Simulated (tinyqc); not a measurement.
Schottky diode by thermionic emission with image-force lowering and series resistance: one step of the calculation.

Metal on an n-type semiconductor with one parabolic valley; V > 0 is forward bias (metal positive). I = I0 [exp(Vj/(n Vt)) - 1] with Vj = V - I Rs; I0 = S A* T^2 exp(-(phi - dphi)/Vt), the lowering dphi taken at zero bias.

Task. Saturation current. A* = 4 pi q me m0 kB^2/h^3 (times 1e-4 for A/(cm^2 K^2)); Nc = 2 (2 pi me m0 kB T/h^2)^1.5 (times 1e-6 for cm^-3); xi = Vt ln(Nc/Nd), Vbi = phi - xi; surface field Em = sqrt(2 q Nd (Vbi - V - Vt)/(eps0 eps_r)); dphi = sqrt(q Em/(4 pi eps0 eps_r)). Here V = 0 in Em.

Values chosen for this exercise; band and dielectric values close to those of silicon: temperature T = 200 K; electron mass me = 0.259 m0; relative permittivity eps_r = 11.5; barrier height seen from the metal phi = 0.6 eV; donor density Nd = 4.8e15 cm^-3; area S = 0.0066 cm^2.

Constants: q = 1.602176634e-19 C, kB = 1.380649e-23 J/K, h = 6.62607015e-34 J s, m0 = 9.1093837015e-31 kg, Vt = kB T/q, eps0 = 8.8541878128e-14 F/cm where lengths are in cm. Results are converted to the units shown.

Find: A*; Nc; Vbi; Em; dphi; I0.

Result.

A* = 31.125 A/(cm^2 K^2)
Nc = 1.8005e18 cm^-3
Vbi = 0.49785 V
Em = 26.944 kV/cm
dphi = 18.368 meV
I0 = 1.8123e-11 A

The lowering raises I0 by a factor of 2.90.

Range of the model: One isotropic valley is assumed; bands with several valleys have a larger Richardson constant and Nc.

Computed by the program tinyqc: `OMP_NUM_THREADS=1 python tinyqc.py 2640005 2640006 out.jsonl`, one thread of a shared Intel Xeon 2.30GHz, about 0.01 s for the whole run.
